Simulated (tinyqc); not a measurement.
Temperatures in a stack of 2 dies with leakage feedback: one step of the calculation.

One-dimensional heat flow to a sink below die 0. The power of each die is released in a plane at its top; from the plane of die j > 0 heat crosses its silicon (ts), a bond layer and the wiring of die j - 1; from die 0 it crosses t0, paste and sink. Copper shares the path through bond and wiring in parallel: k_eff = fm km + (1 - fm) k. Silicon is taken at the temperature of the plane above it. Leakage is P_l exp((T - 350 K)/Tl).

Problem. Resistances per area at 300 K. R = thickness/conductivity for each layer.

Inputs (values chosen for the exercise); conductivities of the order met in silicon, wiring layers, bonds and pastes: conductivity of silicon at 300 K k0 = 146 W/(m K); thickness of a thinned die ts = 30 um; thickness of the die next to the sink t0 = 300 um; thickness of the wiring layers tb = 7 um; conductivity of the wiring layers kb = 1.5 W/(m K); thickness of a bond layer tg = 1 um; conductivity of the bond dielectric kg = 0.6 W/(m K); area share of copper through bond and wiring fm = 0; conductivity of copper km = 390 W/(m K); paste and lid Rt = 0.09 K cm^2/W; heat sink Rs = 0.39 K cm^2/W.

Give: thick die; thinned die; k_eff of the bond; k_eff of the wiring; bond plus wiring; paste plus sink.

Solution.

thick die = 0.02055 K cm^2/W
thinned die = 0.002055 K cm^2/W
k_eff of the bond = 0.6000 W/(m K)
k_eff of the wiring = 1.500 W/(m K)
bond plus wiring = 0.06333 K cm^2/W
paste plus sink = 0.4800 K cm^2/W

Numbers from tinyqc (`OMP_NUM_THREADS=1 python tinyqc.py 2162004 2162005 out.jsonl`; about 0.02 s on one thread of a shared Intel Xeon 2.30GHz).
